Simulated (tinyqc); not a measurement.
Yield per ion against the flux ratio: ion-assisted plasma etching: sheath, surface coverage, synergy and aspect-ratio dependence. Computed by tinyqc, a small Python program. Command: `OMP_NUM_THREADS=1 python tinyqc.py 3000231 3000232 out.jsonl etch walk`. One thread of a shared host (Intel(R) Xeon(R) Processor @ 2.30GHz), about 0.05 s of CPU time with the checks.

Radicals adsorb on bare sites; ions remove covered sites with a high yield and bare sites by sputtering; a slow spontaneous reaction acts everywhere, walls included.

Inputs (values chosen for the exercise, close to those used for silicon dioxide in a fluorocarbon plasma):
```
quantity,value,unit
plasma density n_e,2e+10,1/cm^3
electron temperature T_e,2.7,eV
ion mass M_i,69,u
sheath voltage V,620,V
radical density n,2.7e+12,1/cm^3
radical mass M_n,31,u
gas temperature T_g,500,K
sticking coefficient s,0.5,-
radicals per removed unit x,4,-
yield slope b,0.21,eV^(-1/2)
threshold E_th,5.2,eV
sputter slope b_p,0.011,eV^(-1/2)
sputter threshold E_p,28,eV
spontaneous reaction probability k_c,2.4e-05,-
solid density N,2.2e+22,1/cm^3
ion temperature T_i,0.6,eV
```

Feature: long trench.

Constants: e = 1.602176634e-19 C; u = 1.6605390666e-27 kg; k_B = 1.380649e-23 J/K; eps_0 = 8.8541878128e-12 F/m.

Method:
- Bohm speed u_B = sqrt(e T_e/M_i); ion flux G_i = 0.61 n_e u_B; radical flux G_n = n c/4 with c = sqrt(8 k_B T_g/(pi M_n)).
- Debye length lambda_D = sqrt(eps_0 T_e/(e n_s)) with n_s = 0.61 n_e, T_e in volts; Child-law sheath d = (sqrt2/3) lambda_D (2 V/T_e)^(3/4); ion energy E = V + T_e/2; angular spread = arctan(sqrt(T_i/E)).
- Yields: Y = b (sqrt(E) - sqrt(E_th)) on covered sites, Y_p = b_p (sqrt(E) - sqrt(E_p)) on bare ones (zero below threshold).
- Steady coverage: s G_n (1 - theta) = x Y G_i theta; removal flux = Y G_i theta + Y_p G_i (1 - theta) + k_c G_n; rate = flux/N, 1 cm/s = 6e8 nm/min.
- The ion flux is fixed and the radical flux set by the ratio; the removal per ion is the removal flux over G_i.

yield Y = 4.75577

sputter yield Y_p = 0.215989

ion flux G_i = 2.37054e+15 1/(cm^2 s)

Open field:
```
G_n/G_i,theta,rate (nm/min),removal per ion
0.3,0.00782,16.26,0.2515
1,0.02561,21.48,0.3323
3,0.07309,35.42,0.5479
10,0.20813,75.07,1.1611
30,0.44088,143.41,2.2182
100,0.72440,226.73,3.5070
300,0.88745,274.90,4.2520
1000,0.96335,298.26,4.6134
3000,0.98748,308.45,4.7709
```

What does the comparison show, and why?

Coverage reaches one half at G_n/G_i = x Y/s = 38.0. Below that the ion-assisted part follows the radical flux, on top of the sputter floor Y_p = 0.216; above it the ion-assisted part saturates at Y = 4.76 per ion. Caution: a sheath of several millimetres is collisional at usual pressures, which lowers the ion energy and widens the angles.
